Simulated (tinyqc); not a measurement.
Single-domain magnet: Stoner-Wohlfarth switching, Neel-Arrhenius retention, LLG dynamics and spin torque: one step, computed by the program tinyqc.

The moment is uniform, with unit vector m; z is the easy axis. mu_0 = 1.25663706212e-6 T m/A, gamma = 1.76085963023e11 rad/(s T).

Problem. One LLG step. In the time s = gamma mu_0 H_K t: (1 + alpha^2) dm/ds = -m x b - alpha m x (m x b) + a [m x (m x z) - alpha m x z], b = m_z z, a = alpha I/I_c0; Heun steps (Euler predictor, mean of the two slopes) without renormalising; start m = (sin theta_0, 0, cos theta_0), theta_0 = 1/sqrt(2 Delta).

Inputs (values chosen for the exercise, for a model magnet): temperature T = 300 K; damping alpha = 0.0066; drive I/I_c0 = 4.6; time step times gamma mu_0 H_K = 0.1.

Shape: prolate spheroid, easy axis along it.

stability factor Delta = 154.8702

Give: m at the start; first slope; predictor; second slope; m after the step.

Solution.

m at the start: [0.0568, 0.0000, 0.9984]

first slope: [0.00135, 0.05671, -0.00008]

predictor: [0.0569, 0.0057, 0.9984]

second slope: [-0.00431, 0.05698, -0.00008]

m after the step: [0.0566, 0.0057, 0.9984]
